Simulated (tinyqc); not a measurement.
Inside a calculation. Model: epitaxial growth on a vicinal surface: Burton-Cabrera-Frank step flow, step-edge barrier and island nucleation. Computed by tinyqc, a small Python program that keeps every step. Command: `OMP_NUM_THREADS=1 python tinyqc.py 3004772 3004773 out.jsonl stepflow walk`. One thread of a shared host (Intel(R) Xeon(R) Processor @ 2.30GHz), about 0.01 s of CPU time with the checks. Intermediate numbers are printed to about 5 digits and carried at full precision; extremes and crossings named in words are read from the listed rows.

Adatoms land at rate F, hop on a square grid (a simplification for hexagonal faces), desorb, or join steps. Lengths are in units of a and n is the adatom coverage. Steps ascend at x = 0 and descend at x = l.

Inputs (values chosen for the exercise, close to those used for GaN(0001)):
```
quantity,value,unit
site spacing a,3.19,angstrom
step height h,2.59,angstrom
diffusion barrier E_d,1.24,eV
desorption energy E_a,2.79,eV
adatom formation energy E_f,1.17,eV
step-edge barrier E_s,0.2,eV
attempt frequency nu,1,THz
deposition rate F,0.046,layers/s
miscut angle,8,degrees
temperature T,990,C
critical nucleus size i,2,-
binding energy of the critical nucleus E_i,0.92,eV
```

Constants: k_B = 8.617333262e-05 eV/K.

## Scales

D = nu exp(-E_d/(k_B T)) (a^2/s, nu counted per direction); tau = exp(E_a/(k_B T))/nu; x_s = sqrt(D tau); n_eq = exp(-E_f/(k_B T)); terrace width l = h/(a tan(miscut)); Schwoebel length l_s = exp(E_s/(k_B T)) - 1. Temperatures in kelvin are T(C) + 273.15.

D = 1.1287e+07 a^2/s

lifetime tau = 0.13542 s

diffusion length x_s = 1236.3 a

equilibrium coverage n_eq = 2.1472e-05

terrace width l = 5.7771 a

Schwoebel length l_s = 5.2801 a

l/x_s = 0.00467: nearly every adatom reaches a step.

## Terrace solution

D n'' - n/tau + F = 0 with n(0) = n_eq and -l_s n'(l) = n(l) - n_eq. With u = n - F tau, A = n_eq - F tau, y = l/x_s, s = l_s/x_s: u = A cosh(x/x_s) + B sinh(x/x_s), B = A (1 - cosh y - s sinh y)/(sinh y + s cosh y). Flux into the ascending step J+ = D B/x_s, over the descending one J- = -(D/x_s)(A sinh y + B cosh y); step velocity J+ + J-; growth rate (J+ + J-)/l. For small y: J+ + J- = (F - n_eq/tau) l, J-/J+ = l/(l + 2 l_s). The coverage peaks where n' = 0, tanh(x/x_s) = -B/A.

J+ = 0.19565 atoms per step site and s

J- = 0.069182 atoms per step site and s

growth rate = 0.045841 layers/s

peak coverage = 2.1509e-05

position of the peak = 4.2679 a

0.35 % of the flux desorbs; even closely spaced steps lose n_eq/tau, 0.34 % of F. The ascending step takes 73.9 %: the barrier makes an uphill current, which evens out terrace widths but makes steps meander and favours mounds on wide terraces. Caution: terraces under ten sites wide are at the edge of a continuum description.

## Step flow or islands

Island density on a flat surface without desorption: N = 0.25 (F/D)^(i/(i+2)) exp(E_i/((i+2) k_B T)) per site, with E_i = 0 for i = 1; spacing l_n = N^(-1/2). Step flow needs an effective width l_eff = 2 x(peak) below l_n.

island density N on a flat surface = 1.3204e-04 per site

island spacing l_n = 87.027 a

ratio l_eff/l_n = 0.098082

Steps capture adatoms before they meet: step flow. Caution: the prefactor 0.25 and the criterion are estimates, good to a factor of about two in length.

## Growth mode over temperature

x(peak) solves tanh(x/x_s) = -B/A. Rows where evaporation outweighs deposition are left out.

Scales:
```
T (C),x_s (a),l_s (a),incorporated share,l_n (a),l_eff/l_n
790,4718.7,7.8733,1.00000,41.75,0.21818
840,3227.1,7.0445,0.99997,51.42,0.17407
890,2280.2,6.3549,0.99985,62.21,0.14150
940,1658.0,5.7742,0.99923,74.09,0.11695
990,1236.3,5.2801,0.99655,87.03,0.09808
1040,942.7,4.8558,0.98622,100.98,0.08334
1090,733.3,4.4882,0.95027,115.89,0.07164
1140,580.7,4.1674,0.83611,131.72,0.06224
1190,467.2,3.8853,0.50209,148.40,0.05458
```

The ratio stays below 1: step flow in every row. Incorporation goes from 100.0 % to 50.2 %, as n_eq rises towards F tau or x_s falls below the terrace width: the window for smooth growth closes from above.

Checks made by the program: growth rate against F minus desorption, from a numerical solution (relative difference 1e-10).
